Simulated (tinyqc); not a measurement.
# Resonant-tunnelling diode, transfer matrices and Tsu-Esaki current: two studies

Emitter (band edge 0), barrier d1, well Lw, barrier d2, collector (edge -V). The bias drops linearly over these layers and none in the contacts; each layer is cut into ns equal slices, flat at the value of their centres. E is the energy of motion across the layers, C = hbar^2/(2 m0), psi and psi'/m are continuous. Transport is coherent, T(E) is taken as independent of the transverse momentum, and charge in the well is ignored.

Values chosen for this exercise; masses and offsets of a made-up heterostructure:
- T = 300 K (temperature)
- mw = 0.067 m0 (mass in the well, spacer and contacts)
- U1 = 0.25 eV (barrier height)
- m1 = 0.074 m0 (barrier mass)
- d1 = 2.1 nm (emitter barrier)
- Lw = 6.9 nm (well width)
- d2 = 2.1 nm (collector barrier)
- ns = 2 (slices in each layer)
- Ef = 0.037 eV (Fermi energy of both contacts above their band edges)

Constants: q = 1.602176634e-19 C, kB = 1.380649e-23 J/K, hbar = 1.054571817e-34 J s, m0 = 9.1093837015e-31 kg, Vt = kB T/q, hbar^2/(2 m0) = 0.0380998212 eV nm^2. Results are converted to the units shown.

Each table varies one quantity; the others keep the values above.

## Current against voltage

For the pair (psi, psi'/m) a flat layer has M = [[cos kd, (m/k) sin kd], [-(k/m) sin kd, cos kd]] with k = sqrt(m (E - U)/C) above its edge U, and M = [[cosh Kd, (m/K) sinh Kd], [(K/m) sinh Kd, cosh Kd]] with K = sqrt(m (U - E)/C) below it. Later slices stand to the left. With M acting on (psi, psi'/m) and v = k/m in each lead, T(E) = 4 vL vR/[(vL vR M12 - M21)^2 + (vR M11 + vL M22)^2]. J = J0 times the integral over E > 0 of T(E) N(E), N = ln[(1 + exp((Ef - E)/Vt))/(1 + exp((Ef - V - E)/Vt))], J0 = q^2 mw m0 kB T/(2 pi^2 hbar^3) (times 1e-4 for A/cm^2 per eV). The integral is converged to the digits shown.

Current against voltage:
```
V (V)	J (kA/cm^2)
0.01	43.65
0.026	110.6
0.042	169.4
0.057	211.2
0.073	232.0
0.088	212.1
0.104	121.7
0.119	89.87
0.135	88.31
0.15	94.74
0.166	106.4
0.181	121.0
```

Among the rows the current peaks at 232 kA/cm^2 at V = 0.073 V and falls to 88.3 kA/cm^2 at 0.135 V, a ratio of 2.63. At zero bias the resonance lies at 0.0520 eV and the centre of the well takes the share 0.500 of the bias, so the level should reach the emitter band edge near V = 0.104 V; beyond that only the tail of the broadened level (width 7.29 meV at zero bias) and off-resonant tunnelling carry current. Without scattering and space charge the valley comes out far lower than in a real diode.

## Resonance against bias

The resonance is the first maximum of T(E) for E > 0, G its full width at half maximum. For a sharp resonance J = J0 (pi G/2) Tp N(Er), with Er the peak energy, Tp the peak transmission and G the full width at half maximum (in eV).

Resonance against bias:
```
V (V)	Er (eV)	Tp	G (meV)	J (kA/cm^2)	one-resonance J (kA/cm^2)
0.01	0.04702	0.9930	7.295	43.65	44.30
0.023	0.04047	0.9629	7.326	98.49	99.82
0.036	0.03388	0.9097	7.380	148.7	150.2
0.049	0.02726	0.8338	7.457	190.9	191.9
0.062	0.02060	0.7348	7.554	220.9	220.3
0.075	0.01394	0.6097	7.669	232.1	228.4
0.088	0.007375	0.4460	7.801	212.1	202.6
```

What does the comparison show?

Er falls from 0.0470 to 0.00738 eV, by 0.508 eV a volt, against the share 0.500 of the bias at the centre of the well. Tp falls from 0.993 to 0.446: the bias makes equal barriers unequal. The one-resonance current is 1.5 % above the full integral in the first row and 4.5 % below it in the last.

Numbers from tinyqc (`OMP_NUM_THREADS=1 python tinyqc.py 2600134 2600135 out.jsonl`; about 0.3 s on one thread of a shared Intel Xeon 2.30GHz).
